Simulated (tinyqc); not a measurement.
## Off-state leakage of single and stacked transistors: subthreshold current against the height of the stack

n-channel devices of unit width. Subthreshold current I(Vg, Vs, Vd) = I0 (T/300 K)^0.5 exp[(Vg - Vs - VT(T) - gb (Vs - Vb) + dd (Vd - Vs))/(nf Vt)] (1 - exp(-(Vd - Vs)/Vt)), VT(T) = VT - cT (T - 300 K). Gate-edge tunnelling Ig (Vd/1 V) exp(ag (Vd - 1 V)), for a gate at 0 V, and band-to-band leakage Ab u exp(-Bb/u), u = Vd - Vb + 1 V, flow at a drain held at V; both are taken as independent of T. In a stack of off transistors (all gates at 0 V) the same subthreshold current passes through each.

All n gates at 0 V, bottom source at 0 V, top drain at V; node voltages follow from equal currents.

Inputs (values chosen for the exercise); values of the order met in bulk silicon logic transistors: temperature T = 398 K; supply voltage V = 1 V; threshold at 300 K, zero drain and body bias VT = 0.42 V; fall of the threshold with temperature cT = 0.8 mV/K; current at threshold at 300 K I0 = 0.22 uA/um; slope factor nf = 1.51; drain-induced lowering per volt dd = 0.13; rise of the threshold per volt of source-body bias gb = 0.23; body voltage Vb = -0.6 V.

Constants: q = 1.602176634e-19 C, kB = 1.380649e-23 J/K, Vt = kB T/q. Results are converted to the units shown.

Result of one run:
columns A: n; B: I (nA/um); C: reduction factor; D: drain voltage of the bottom device (mV); E: source voltage of the top device (mV); F: voltage across the top device (V)
```
A          B       C       D       E        F
6  0.0058200  50.952  9.2332  149.69  0.85031
```

What becomes of these results when the number of transistors in series n is changed from 6 to 1, all else the same?

Result of the changed run:
columns A: n; B: I (nA/um); C: reduction factor; D: drain voltage of the bottom device (mV); E: source voltage of the top device (mV); F: voltage across the top device (V)
```
A        B       C       D  E       F
1  0.29654  1.0000  1000.0  0  1.0000
```

The whole series:
columns A: n; B: I (nA/um); C: reduction factor; D: drain voltage of the bottom device (mV); E: source voltage of the top device (mV); F: voltage across the top device (V)
```
A          B       C       D       E        F
1    0.29654  1.0000  1000.0       0   1.0000
2   0.027995  10.593  89.874  89.874  0.91013
3   0.014328  20.697  27.743  115.38  0.88462
4  0.0096300  30.793  16.583  130.51  0.86949
5  0.0072544  40.877  11.856  141.30  0.85870
6  0.0058200  50.952  9.2332  149.69  0.85031
```

The second transistor cuts the current by a factor of 10.6, the third by a further 1.95 and the sixth by 1.25. The top device keeps 85.0 % of the supply at n = 6, while the drain voltage of the bottom one falls to 0.269 Vt.

Program tinyqc, `OMP_NUM_THREADS=1 python tinyqc.py 2242108 2242109 out.jsonl`; Intel Xeon 2.30GHz, shared host, one thread, about 0.03 s.
